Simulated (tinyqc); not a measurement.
Deep-level transient spectroscopy: one step of the calculation.

Schottky contact on an n-type layer with shallow donors Nd (all ionised) and a donor-like deep trap, neutral when filled and positive when empty; depletion approximation. Traps within lam of the depletion edge stay filled. A long pulse to Vp fills the traps beyond x1 = Wp - lam; back at Vr those between x1 and x2 = Wr - lam emit. A rate window reads S = C(t2) - C(t1).

Problem. Peak temperature. Fixed-point step for en(T) = ew: T(new) = (Et q/kB)/ln(sn g T^2/ew), g = vth Nc/(300 K)^2.

Parameters, values chosen for the exercise; material values those of a made-up semiconductor: conduction-band density of states at 300 K Nc = 2.77e19 cm^-3; thermal velocity at 300 K vth = 2.3e7 cm/s; depth of the trap below the conduction edge Et = 0.23 eV; capture cross-section sn = 2.2e-17 cm^2.

Constants: q = 1.602176634e-19 C, kB = 1.380649e-23 J/K. Results are converted to the units shown.

ew = 122.17210 1/s
T at the start = 300 K

Wanted: T after step 1.

Solution.

T after step 1 = 143.82 K

Computed by the program tinyqc: `OMP_NUM_THREADS=1 python tinyqc.py 2050006 2050007 out.jsonl`, one thread of a shared Intel Xeon 2.30GHz, about 0.01 s for the whole run.
